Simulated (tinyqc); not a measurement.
Adding salt: a particle near a wafer in liquid: double-layer and van der Waals forces (DLVO), deposition barrier and removal. Computed by tinyqc, a small Python program. Command: `OMP_NUM_THREADS=1 python tinyqc.py 3113781 3113782 out.jsonl dlvo walk`. One thread of a shared host (Intel(R) Xeon(R) Processor @ 2.30GHz), about 0.01 s of CPU time with the checks.

Sphere and flat wall, Derjaguin approximation, constant potentials in the linear-superposition form, no retardation and no hydration force.

Inputs (values chosen for the exercise, of the order of those for silica on silica in water):
```
quantity,value,unit
particle radius R,42,nm
Hamaker constant A,5.3e-21,J
potential of the particle psi_1,-52,mV
potential of the wafer psi_2,-25,mV
salt concentration c,0.00069,mol/L
valence z of the symmetric salt,2,-
temperature T,323,K
dielectric constant of the liquid,69.9,-
```

Constants: e = 1.602176634e-19 C; N_A = 6.02214076e+23 1/mol; eps_0 = 8.8541878128e-12 F/m; k_B = 1.380649e-23 J/K; k_B = 8.617333262e-05 eV/K.

Method:
- kappa^2 = 2 z^2 e^2 N_A (1000 c)/(eps eps_0 k_B T); gamma_i = tanh(z e psi_i/(4 k_B T)); Z = 64 pi eps eps_0 (k_B T/(z e))^2 gamma_1 gamma_2.
- The barrier height is zero when U = 0 and F = 0 together: kappa h = 1 and kappa = 6 Z/(e A), e = 2.718282 here; c follows from kappa^2, with the potentials held fixed.
- U(h) = Z R exp(-kappa h) - A R/(6 h); F(h) = -dU/dh = kappa Z R exp(-kappa h) - A R/(6 h^2), positive for repulsion.
- F = 0 reads x^2 exp(-x) = y with x = kappa h and y = A kappa/(6 Z); the left side peaks at x = 2 with 4/e^2 = 0.5413, so roots exist for smaller y: x < 2 is the barrier, x > 2 the secondary minimum.
- kappa scales as sqrt(c); potentials are held fixed. A dash marks rows without a maximum.

critical concentration = 0.213994 mol/L

kappa = 0.175833 1/nm

Z = 7.43525 pN

Against the concentration:
```
c (mol/L),Debye length (nm),barrier at (nm),barrier (k_B T),minimum at (nm),minimum (k_B T)
2.14e-05,32.294,2.0210,61.661,3.3140e+02,-2.2657e-02
2.14e-04,10.212,1.1662,55.335,8.9912e+01,-8.2018e-02
2.14e-03,3.229,0.6891,44.497,2.3478e+01,-3.0561e-01
1.07e-02,1.444,0.4910,32.900,8.8407e+00,-7.8730e-01
4.28e-02,0.722,0.3814,19.480,3.6389e+00,-1.8326e+00
1.07e-01,0.457,0.3368,8.794,1.9327e+00,-3.2874e+00
1.93e-01,0.340,0.3233,1.329,1.2345e+00,-4.8828e+00
3.21e-01,0.264,0.3325,-5.177,7.8664e-01,-7.0308e+00
6.42e-01,0.186,-,-,-,-
```

What follows from these numbers?

At low salt the barrier tends to Z R = 70.0 k_B T; it is half of that between 0.0021 and 0.011 mol/L and changes sign at 0.21 mol/L, while the secondary minimum deepens to -4.9 k_B T at 0.9 of that.

Extremes, crossings and ranges named in words are read from the listed rows.
